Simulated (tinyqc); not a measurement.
Ionisation ratio from the excess noise.

Question. In the local model of an avalanche photodiode F = k M + (1 - k)(2 - 1/M), k the ratio of the ionisation coefficient of the other carrier to that of the injected one. Find k and F at twice the gain.

M = 24
excess noise factor F = 10.995417

Answer. F is linear in k: k = (F - 2 + 1/M)/(M - 2 + 1/M).

k = 0.4100
F at 2 M = 20.85

tinyqc, about 0.03 s, one thread, Intel Xeon 2.30GHz (shared host): `OMP_NUM_THREADS=1 python tinyqc.py 2120021 2120022 out.jsonl`
